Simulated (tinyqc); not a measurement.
# Changing the temperature T

Model: one anharmonic mode: perturbation theory, self-consistent phonons and exact levels. Computed by tinyqc, a small Python program. Command: `OMP_NUM_THREADS=1 python tinyqc.py 3001169 3001170 out.jsonl scp sweep`. One thread of a shared host (Intel(R) Xeon(R) Processor @ 2.30GHz), about 0.06 s of CPU time with the checks.

V(x) = k x^2/2 + b x^4 for one coordinate x of mass M. A constant K > 0 gives hbar Omega = sqrt((hbar^2/u) K/M) with K in eV/angstrom^2 and M in u.

Inputs (values chosen for the exercise, for a model mode):
```
quantity             value           unit
mode mass M           44.1              u
harmonic constant k   2.41  eV/angstrom^2
quartic constant b    82.8  eV/angstrom^4
mixing                 0.7              -
```

Shape: single well.

Constants: hbar^2/u = 4.18015928e-03 eV angstrom^2; k_B = 8.617333262e-05 eV/K.

Method:
- Self-consistent phonon, centred at x = 0: K = k + 12 b <x^2>, <x^2> = (hbar Omega/(2K)) coth(hbar Omega/(2 k_B T)).
- Start at K = |k|; K(new) = K + mixing x (K_out - K), but at least K/20; stop when |K_out - K| < 1e-9 |k| or after 90 steps.
- Its free energy is F = k_B T ln[2 sinh(hbar Omega/(2 k_B T))] + (k - K)<x^2>/2 + 3 b <x^2>^2, an upper bound to the exact one.
- Basis: oscillator states n of the constant |k|, with x = s (a + a+), s^2 = hbar Omega/(2|k|); H = hbar Omega (n + 1/2) + (k - |k|) x^2/2 + b x^4, with exact matrix elements of x^2 and x^4.
- Exact values use 120 basis states: F = -k_B T ln sum exp(-E_n/(k_B T)), and <x^2> is the Boltzmann mean.

One run for each value; columns: (1) temperature T (K); (2) self-consistent quantum (meV); (3) self-consistent <x^2> (angstrom^2); (4) exact <x^2> (angstrom^2); (5) self-consistent free energy (meV); (6) exact free energy (meV):
```
(1)     (2)        (3)        (4)      (5)      (6)
18   21.000  0.0022569  0.0022889    9.235    9.194
26   21.001  0.0022572  0.0022893    9.235    9.194
39   21.016  0.0022639  0.0022972    9.228    9.187
58   21.120  0.0023106  0.0023508    9.160    9.114
86   21.464  0.0024662  0.0025280    8.800    8.735
130  22.215  0.0028145  0.0029260    7.481    7.360
190  23.282  0.0033300  0.0035179    4.367    4.138
280  24.722  0.0040639  0.0043637   -2.470   -2.897
420  26.576  0.0050736  0.0055308  -16.763  -17.546
```

What does the table show, and why?

Over the rows, self-consistent quantum (meV) rises from 21.0 to 26.6; self-consistent <x^2> (angstrom^2) rises from 0.00226 to 0.00507 (exponent d ln y / d ln x 3.7e-4 between the first rows and 0.55 between the last); exact <x^2> (angstrom^2) rises from 0.00229 to 0.00553 (exponent d ln y / d ln x 4.5e-4 between the first rows and 0.58 between the last). At the low end the exponent of self-consistent quantum is 0.00, close to 0: zero-point motion sets the spread, or the mode is nearly harmonic. Heating widens the self-consistent distribution, and the quartic term then stiffens the mode: the way a soft mode is stabilised at high temperature.
